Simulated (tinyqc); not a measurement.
Implant damage, amorphisation by cascade overlap, and solid-phase epitaxial regrowth: one step, computed by the program tinyqc. Command: `OMP_NUM_THREADS=1 python tinyqc.py 3112452 3112453 out.jsonl sper walk`. One thread of a shared host (Intel(R) Xeon(R) Processor @ 2.30GHz), about 0.01 s of CPU time with the checks.

Range and width of the damage are inputs. Dynamic annealing enters only through the surviving share f.

Question. Damage energy and displacements per ion. Robinson partition: eps = E a M2/(Z1 Z2 (e^2/(4 pi eps_0)) (M1 + M2)), a = 0.8853 a_0/sqrt(Z1^(2/3) + Z2^(2/3)); k = 0.0793 Z1^(2/3) Z2^(1/2) (M1 + M2)^(3/2)/((Z1^(2/3) + Z2^(2/3))^(3/4) M1^(3/2) M2^(1/2)); damage energy T_d = E/(1 + k (eps + 0.40244 eps^(3/4) + 3.4008 eps^(1/6))); displacements nu = 0.8 T_d/(2 E_d).

Inputs (values chosen for the exercise, modelled on germanium ions in germanium):
```
quantity,value,unit
ion Z1,32,-
ion mass M1,72.6,u
target Z2,32,-
target mass M2,72.63,u
ion energy E,29,keV
displacement energy E_d,17,eV
```

Constants: a_0 = 0.529177210903 angstrom; e^2/(4 pi eps_0) = 14.39964548 eV angstrom.

Give: reduced energy eps; k; damage energy T_d; T_d/E; displacements per ion nu.

Answer.

reduced energy eps = 0.1026

k = 0.1578

damage energy T_d = 20.79 keV

T_d/E = 0.7169

displacements per ion nu = 489.2

28 % of the energy goes to electrons.
